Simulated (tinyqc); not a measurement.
Kinetic Monte Carlo and master equation for a particle on a ring of sites with traps and bias. From zero-force diffusivity D0 back to reference barrier E0. Computed by tinyqc, a small Python program. Command: `OMP_NUM_THREADS=1 python tinyqc.py 3015769 3015770 out.jsonl kmc inv`. One thread of a shared host (Intel(R) Xeon(R) Processor @ 2.30GHz), about 0.02 s of CPU time with the checks.

8 sites on a ring, numbered 1 to 8. The saddle between i and i+1 lies at E0 + s b_i and site i at s eps_i; a force F tilts the landscape, with the saddle half-way.

Inputs (values chosen for the exercise, for a model defect): scale factor s of the disorder = 1; attempt frequency nu = 9.1 THz; temperature T = 710 K; site spacing a = 2.3 angstrom; force F along the ring = 0.002 eV/angstrom.

Disorder: random barriers.

site energies eps_i (eV): [0, 0, 0, 0, 0, 0, 0, 0]

saddle shifts b_i between sites i and i+1 (eV): [0.083, 0.015, 0.039, 0.073, 0.047, -0.07, -0.022, -0.0016]

Constants: k_B = 8.617333262e-05 eV/K.

Method. At zero force D0 = a^2 nu exp(-E0/(k_B T)) / [<exp(-s eps/(k_B T))> <exp(s b/(k_B T))>], with means over the ring; Einstein relation v = D0 F/(k_B T); 1 angstrom = 1e-8 cm.

Task: A run gave the result below. Find the reference barrier E0, known to lie between 0.37 and 1.2 eV.

zero-force diffusivity D0 = 5.251705e-08 cm^2/s

Result:

Each step takes the trial c = (a f_b - b f_a)/(f_b - f_a), f being the result less the target and a, b, c the logarithms of the listed values; c replaces end b, the old b replaces a if the sign of f changed, and otherwise f_a is halved.

Scan of the range:
```
reference barrier E0 (eV)  zero-force diffusivity D0 (cm^2/s)
0.370                                             6.28010e-06
0.450                                             1.69865e-06
0.548                                             3.42352e-07
0.666                                             4.97595e-08
0.811                                             4.65185e-09
0.986                                             2.66334e-10
1.200                                             8.06111e-12
```

False position (Illinois rule, in the logarithm of the input) inside the bracket:
```
step     end a     end b     trial  zero-force diffusivity D0 (cm^2/s)
1     0.548000  0.666000  0.664777                         5.07641e-08
2     0.548000  0.664777  0.663244                         5.20522e-08
3     0.548000  0.663244  0.662437                         5.27429e-08
4     0.663244  0.662437  0.662701                         5.25161e-08
5     0.662437  0.662701  0.662700                         5.25170e-08
6     0.662437  0.662700  0.662700                         5.25171e-08
7     0.662700  0.662700  0.662700                         5.25170e-08
```

Zero-force diffusivity D0 falls at every point of a 13-point scan of the range (every second point is shown), so one value fits; it is bracketed by 0.548 and 0.666. Answer: reference barrier E0 = 0.6627 eV.
